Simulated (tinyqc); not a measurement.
# Insulator thickness and V0 from two charges

Problem. In an undoped wire Vg - V0 = Q/Cox + Vt ln(Q/Q0) + Vt ln(1 + Q/Q0) at the source, with Q0 = 4 eps0 eps_r Vt/R and Cox = eps0 eox/(R ln(1 + tox/R)). Find Cox, tox and V0.

Parameters, values chosen for the exercise; material values close to those of silicon:
- T = 400 K (temperature)
- eps_r = 11.9 (relative permittivity of the semiconductor)
- eox = 4 (relative permittivity of the gate insulator)
- R = 4 nm (wire radius)

Constants: q = 1.602176634e-19 C, kB = 1.380649e-23 J/K, Vt = kB T/q, eps0 = 8.8541878128e-14 F/cm where lengths are in cm. Results are converted to the units shown.

Qs at Vg = 0.93 and 1.33 V (nC/cm^2): [360.07917, 829.41801]

Solution. The two equations are linear in 1/Cox and V0; tox follows by inverting the logarithm.

Cox = 1.326 uF/cm^2
tox = 3.800 nm
V0 = 0.6350 V

Program tinyqc, `OMP_NUM_THREADS=1 python tinyqc.py 2460101 2460102 out.jsonl`; Intel Xeon 2.30GHz, shared host, one thread, about 0.03 s.
